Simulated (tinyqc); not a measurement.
Pariser-Parr-Pople SCF with singles CI, for the molecule C=C1C=CC=C1N (SMILES; centres numbered as the heavy atoms are written), step by step. Computed by tinyqc, a small Python program that keeps every step. Settings: charge = 0, gamma = MN, start = huckel, damping = 0, iteration cap = 68, excitations kept = 4. Command: `OMP_NUM_THREADS=1 python tinyqc.py 26673 26674 out.jsonl` (the two numbers bound the seeds that draw the settings). One thread of a shared host (Intel(R) Xeon(R) Processor @ 2.60GHz), about 0.01 s of CPU time with the checks. Later iterations appear only in the table of the cycle.

## PPP integrals

Centres (angstrom, eV; a flat drawing with bonds scaled to 1.40 angstrom):
```
centre          x          y  core charge z          W   gamma_rr
1C      -1.497000  -1.523000              1  11.160000  11.130000
2C      -0.365000  -0.700000              1  11.160000  11.130000
3C       0.967000  -1.133000              1  11.160000  11.130000
4C       1.790000   0.000000              1  11.160000  11.130000
5C       0.967000   1.133000              1  11.160000  11.130000
6C      -0.365000   0.700000              1  11.160000  11.130000
7N      -1.497000   1.523000              2  25.600000  16.800000
```

Resonance integrals (eV):
```
i  j       beta
1  2  -2.100000
2  3  -2.100000
3  4  -2.100000
4  5  -2.100000
5  6  -2.100000
6  7  -1.970000
6  2  -2.100000
```

Mataga-Nishimoto: gamma = 14.399645/(R + a), a = 2 x 14.399645/(gamma_rr + gamma_ss); H_rr = -W_r - sum_(s != r) z_s gamma_rs; H_rs = beta for bonds.

repulsion gamma_rs (eV):
```
           1C         2C         3C         4C         5C         6C         7N
1C  11.130000   5.346423   3.800941   2.928864   2.928721   3.800990   3.531814
2C   5.346423  11.130000   5.344325   4.045290   4.045268   5.345539   4.084138
3C   3.800941   5.344325  11.130000   5.344818   4.045107   4.045268   3.094000
4C   2.928864   4.045290   5.344818  11.130000   5.344818   4.045290   3.094159
5C   2.928721   4.045268   4.045107   5.344818  11.130000   5.344325   4.084082
6C   3.800990   5.345539   4.045268   4.045290   5.344325  11.130000   5.924126
7N   3.531814   4.084138   3.094000   3.094159   4.084082   5.924126  16.800000
```

core matrix H (eV):
```
            1C          2C          3C          4C          5C          6C          7N
1C  -37.029568   -2.100000    0.000000    0.000000    0.000000    0.000000    0.000000
2C   -2.100000  -43.455122   -2.100000    0.000000    0.000000   -2.100000    0.000000
3C    0.000000   -2.100000  -39.928458   -2.100000    0.000000    0.000000    0.000000
4C    0.000000    0.000000   -2.100000  -39.057397   -2.100000    0.000000    0.000000
5C    0.000000    0.000000    0.000000   -2.100000  -41.036403   -2.100000    0.000000
6C    0.000000   -2.100000    0.000000    0.000000   -2.100000  -45.589664   -1.970000
7N    0.000000    0.000000    0.000000    0.000000    0.000000   -1.970000  -49.412318
```

## Starting guess

pi electrons, sum of z_r less the charge = 8

Orbitals of the Hueckel matrix of the beta values.

P at the start:
```
           1C         2C         3C         4C         5C         6C         7N
1C   1.116168   0.756067  -0.183208  -0.249074   0.121309   0.095954  -0.543453
2C   0.756067   1.028914   0.506993  -0.061899  -0.153120   0.367566   0.090014
3C  -0.183208   0.506993   1.316363   0.665429  -0.341644  -0.166140   0.148955
4C  -0.249074  -0.061899   0.665429   1.036618   0.652409  -0.062482  -0.245869
5C   0.121309  -0.153120  -0.341644   0.652409   1.315780   0.526002  -0.207570
6C   0.095954   0.367566  -0.166140  -0.062482   0.526002   1.030422   0.739309
7N  -0.543453   0.090014   0.148955  -0.245869  -0.207570   0.739309   1.155735
```

## Iteration 1: Fock matrix

F_rr = H_rr + P_rr gamma_rr / 2 + sum_(s != r) P_ss gamma_rs; F_rs = H_rs - P_rs gamma_rs / 2; E = tr P (H + F) / 2 + core repulsion sum_(r<s) z_r z_s gamma_rs.

F (eV):
```
           1C         2C         3C         4C         5C         6C          7N
1C  -5.425535  -4.121128   0.348181   0.364752  -0.177640  -0.182360    0.959688
2C  -4.121128  -4.982191  -3.454768   0.125199   0.309706  -3.082418   -0.183815
3C   0.348181  -3.454768  -4.254375  -3.878299   0.690993   0.336041   -0.230434
4C   0.364752   0.125199  -3.878299  -4.044549  -3.843504   0.126379    0.380380
5C  -0.177640   0.309706   0.690993  -3.843504  -5.190519  -3.505563    0.423866
6C  -0.182360  -3.082418   0.336041   0.126379  -3.505563  -6.715585   -4.159881
7N   0.959688  -0.183815  -0.230434   0.380380   0.423866  -4.159881  -12.801430
```

pi energy = -106.027452 eV

## Iteration 1: orbitals and new P

Diagonalise F (the basis is taken as orthonormal) and form P = 2 sum c c over the lowest orbitals.

orbital energies (eV): -15.381152  -11.427251  -9.186871  -7.440474  -3.414302  1.195090  2.240775

P after iteration 1:
```
           1C         2C         3C         4C         5C         6C         7N
1C   0.859119   0.802418  -0.027757  -0.344779  -0.119201   0.307686  -0.328261
2C   0.802418   1.020839   0.485433   0.001980  -0.152372   0.310998   0.010269
3C  -0.027757   0.485433   1.165252   0.752256  -0.196637  -0.325295   0.160945
4C  -0.344779   0.001980   0.752256   0.982142   0.551596  -0.010988  -0.102643
5C  -0.119201  -0.152372  -0.196637   0.551596   1.174893   0.715998  -0.276422
6C   0.307686   0.310998  -0.325295  -0.010988   0.715998   1.029547   0.434910
7N  -0.328261   0.010269   0.160945  -0.102643  -0.276422   0.434910   1.768209
```

## Iteration 2: Fock matrix

As before.

F (eV):
```
           1C         2C         3C         4C         5C         6C         7N
1C  -5.885906  -4.245032   0.052752   0.504906   0.174554  -0.584755   0.579679
2C  -4.245032  -5.502558  -3.397157  -0.004005   0.308192  -2.931225  -0.020971
3C   0.052752  -3.397157  -5.085109  -4.110337   0.397709   0.657952  -0.248982
4C   0.504906  -0.004005  -4.110337  -4.802363  -3.574091   0.022226   0.158796
5C   0.174554   0.308192   0.397709  -3.574091  -5.165757  -4.013263   0.564465
6C  -0.584755  -2.931225   0.657952   0.022226  -4.013263  -5.696894  -3.258230
7N   0.579679  -0.020971  -0.248982   0.158796   0.564465  -3.258230  -9.814154
```

pi energy = -108.607689 eV

## Iteration 2: orbitals and new P

As before.

orbital energies (eV): -13.119992  -11.023397  -9.737232  -7.887977  -2.866041  1.259416  1.422480

P after iteration 2:
```
           1C         2C         3C         4C         5C         6C         7N
1C   0.909404   0.838180  -0.000238  -0.344005  -0.137240   0.265853  -0.285298
2C   0.838180   0.989545   0.448067   0.009223  -0.110349   0.289993   0.014938
3C  -0.000238   0.448067   1.157766   0.776681  -0.187777  -0.331388   0.161351
4C  -0.344005   0.009223   0.776681   0.980477   0.518985  -0.002536  -0.092790
5C  -0.137240  -0.110349  -0.187777   0.518985   1.162970   0.743373  -0.291924
6C   0.265853   0.289993  -0.331388  -0.002536   0.743373   1.015015   0.427285
7N  -0.285298   0.014938   0.161351  -0.092790  -0.291924   0.427285   1.784822
```

## Convergence

Stop when output and input P, before any damping, agree to 1e-7.

Course of the cycle:
```
iteration         E (eV)  largest |P(out) - P(in)|
1          -106.02745162                  6.12e-01
2          -108.60768887                  5.03e-02
3          -108.68701985                  2.77e-02
4          -108.71183062                  1.79e-02
5          -108.72172415                  1.14e-02
6          -108.72576468                  7.29e-03
7          -108.72742870                  4.66e-03
8          -108.72811632                  2.98e-03
9          -108.72840089                  1.91e-03
10         -108.72851876                  1.22e-03
11         -108.72856759                  7.85e-04
...                  ...                       ...
22         -108.72860216                  6.13e-06
23         -108.72860216                  3.95e-06
24         -108.72860216                  2.54e-06
25         -108.72860216                  1.64e-06
26         -108.72860216                  1.05e-06
27         -108.72860216                  6.78e-07
28         -108.72860216                  4.36e-07
29         -108.72860216                  2.81e-07
30         -108.72860216                  1.81e-07
31         -108.72860216                  1.16e-07
32         -108.72860216                  7.49e-08
```

Converged in 32 iterations.

## Converged orbitals

Charges are z - P_rr.

orbital energies (eV): -13.121099  -10.949626  -9.807444  -8.016051  -2.747984  1.165286  1.292577

coefficients:
```
         MO1        MO2        MO3        MO4        MO5        MO6        MO7
1C  0.266242  -0.316880  -0.516835  -0.128565   0.662438  -0.022624  -0.325146
2C  0.471226  -0.340309  -0.391614  -0.006738  -0.354555   0.052072   0.616691
3C  0.288310  -0.391233   0.194216   0.538496  -0.278782   0.335797  -0.495617
4C  0.264243  -0.265103   0.551404   0.230032   0.345711  -0.566047   0.251019
5C  0.331997   0.007499   0.471455  -0.489874   0.223392   0.602222   0.122070
6C  0.530262   0.270749   0.024734  -0.402016  -0.361142  -0.423728  -0.416315
7N  0.403378   0.697906  -0.121956   0.488814   0.240632   0.146258   0.130790
```

pi charges: 1C 0.090111, 2C 0.017457, 3C -0.127768, 4C 0.005870, 5C -0.145048, 6C -0.033424, 7N 0.192803

## Singles CI, singlets

Over the 4 single excitations with the smallest orbital gaps: A = (e_a - e_i) delta + 2 (ia|jb) - (ij|ab), with (pq|rs) = sum c_mp c_mq gamma_mn c_nr c_ns. f = 2/3 w |mu|^2 in atomic units, mu = sqrt2 sum c_ia sum_m c_mi c_ma R_m.

singlet CI matrix (eV):
```
          4>5        3>5       2>5        4>6
4>5  1.882031   0.136657  0.362033   0.122879
3>5  0.136657   4.576133  0.153845  -0.625908
2>5  0.362033   0.153845  4.800839   0.104059
4>6  0.122879  -0.625908  0.104059   5.911261
```

singlet excitation energies (eV): 1.828070  4.267747  4.913084  6.161364

oscillator strengths: 0.068737  0.328991  0.244862  0.953845

## Singles CI, triplets

Over the 4 single excitations with the smallest orbital gaps: A = (e_a - e_i) delta - (ij|ab), with (pq|rs) = sum c_mp c_mq gamma_mn c_nr c_ns.

triplet CI matrix (eV):
```
           4>5        3>5        2>5        4>6
4>5   0.573138  -0.247437  -0.019572  -0.320560
3>5  -0.247437   1.725607  -0.560099   0.564782
2>5  -0.019572  -0.560099   3.147042  -0.486839
4>6  -0.320560   0.564782  -0.486839   3.538727
```

triplet excitation energies (eV): 0.498463  1.487947  2.846507  4.151596
